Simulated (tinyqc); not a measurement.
Inside a calculation. Model: ion implantation: universal nuclear stopping, Lindhard-Scharff electronic stopping and a Gaussian range profile. Computed by tinyqc, a small Python program that keeps every step. Command: `OMP_NUM_THREADS=1 python tinyqc.py 3019563 3019564 out.jsonl implant walk`. One thread of a shared host (Intel(R) Xeon(R) Processor @ 2.30GHz), about 0.08 s of CPU time with the checks. Intermediate numbers are printed to about 7 digits and carried at full precision; extremes and crossings named in words are read from the listed rows.

An ion slows by elastic collisions with screened nuclei and by friction with electrons; channelling is ignored and the target is uniform.

Inputs (values chosen for the exercise, modelled on carbon ions in germanium):
```
quantity                                 value    unit
ion atomic number Z1                         6       -
ion mass M1                                 12       u
target atomic number Z2                     32       -
target mass M2                           72.63       u
target density N                          44.2  1/nm^3
ion energy E                               250     keV
scale factor of electronic stopping k      1.2       -
dose Q                                 1.8e+14  1/cm^2
background C_B                         2.7e+15  1/cm^3
displacement energy E_d                     15      eV
anneal budget D t                      2.6e-14    cm^2
```

Follow-up: anneal.

## Stopping at the entry energy

Reduced energy eps = 32.53 M2 E/(Z1 Z2 (M1 + M2)(Z1^0.23 + Z2^0.23)), E in keV; s_n = ln(1 + 1.1383 eps)/(2 (eps + 0.01321 eps^0.21226 + 0.19593 eps^0.5)) for eps up to 30 and ln(eps)/(2 eps) above; S_n = 8.462 Z1 Z2 M1 s_n/((M1 + M2)(Z1^0.23 + Z2^0.23)) in 1e-15 eV cm^2. S_e = k 3.83 Z1^(7/6) Z2/(Z1^(2/3) + Z2^(2/3))^(3/2) sqrt(E/M1) in 1e-15 eV cm^2, E in keV. dE/dx = N (S_n + S_e); 1e-15 eV cm^2 = 0.1 eV nm^2.

reduced energy eps = 9.747806

s_n = 0.1200694

S_n = 7.417472 x 1e-15 eV cm^2

S_e = 110.9188 x 1e-15 eV cm^2

energy loss dE/dx = 523.0464 eV/nm

Electronic stopping carries 94 % of the loss at entry.

## Range and straggle

Path length R = int_0^E dE'/(N (S_n + S_e)); energy lost to nuclei nu = int_0^E S_n/(S_n + S_e) dE' (both with E' = E y^3 and 64 Gauss-Legendre points in y). Estimates of Lindhard type: R_p = R/(1 + M2/(3 M1)), straggle dR_p = (2/3) R_p sqrt(M1 M2)/(M1 + M2).

path length R = 727.7150 nm

projected range R_p = 241.1649 nm

straggle dR_p = 56.08504 nm

energy lost to nuclei nu = 43.13587 keV

17 % of the energy goes to nuclei over the whole path. Caution: the estimates of R_p and dR_p assume mainly nuclear stopping and an ion not much lighter than the target; here they are rough, and for light ions in heavy targets the straggle can be low by a factor of two or more.

## Gaussian profile

C(x) = C_p exp(-(x - R_p)^2/(2 dR_p^2)) with C_p = Q/(sqrt(2 pi) dR_p), 1 nm = 1e-7 cm; the profile falls to the background at x_j = R_p + dR_p sqrt(2 ln(C_p/C_B)); the peak atomic fraction is C_p/N.

peak concentration C_p = 1.280370e+19 1/cm^3

Depth x_j where C falls to C_B = 471.9224 nm

peak atomic fraction = 2.896765e-04

## Damage

Kinchin-Pease count with efficiency 0.8: N_d = 0.8 nu/(2 E_d), taking all of nu as damage energy (an upper estimate, as recoils also lose energy to electrons). Spread over a depth R_p + dR_p, displacements per atom = Q N_d/(N (R_p + dR_p)).

displacements per ion N_d = 1150.290

displacements per atom = 0.1575926

One displacement per atom would need a dose of 1.1e15 per cm^2 if no defects annealed.

## Anneal

Far from the surface a Gaussian stays Gaussian: sigma^2 = dR_p^2 + 2 D t; peak Q/(sqrt(2 pi) sigma); x_j = R_p + sigma sqrt(2 ln(peak/C_B)).

width sigma = 56.13138 nm

peak after the anneal = 1.279313e+19 1/cm^3

x_j after the anneal = 472.1018 nm

x_j moves by 0.179 nm.

## Nuclear against electronic stopping over energy

The formulas are those given above.

Stopping (1e-15 eV cm^2) and range:
```
E (keV)           eps       S_n       S_e    R (nm)       nu/E
1        3.899122e-02  15.90926    7.0151    17.564  0.7235486
2        7.798244e-02  18.71262    9.9209    26.281  0.6980620
5        1.949561e-01  21.28825   15.6863    46.730  0.6460307
10       3.899122e-01  21.68987   22.1838    74.543  0.5890759
20       7.798244e-01  20.32856   31.3726   121.660  0.5142519
50       1.949561e+00  16.13345   49.6044   236.728  0.3905313
100      3.899122e+00  12.15450   70.1512   389.427  0.2897415
200      7.798244e+00   8.45581   99.2088   627.606  0.1981608
500      1.949561e+01   4.76350  156.8629  1131.852  0.1074718
```

Nuclear stopping peaks near 10 keV among these rows (eps = 0.39; the universal curve peaks near 0.3). Electronic stopping overtakes it between 5 and 10 keV. The path length grows as E^0.58 at the low end and E^0.64 at the high end; constant stopping would give E^1, and stopping that rises with E, be it nuclear (below its peak) or electronic, gives a lower exponent.

Checks made by the program: range against adaptive quadrature (relative difference 9e-07).
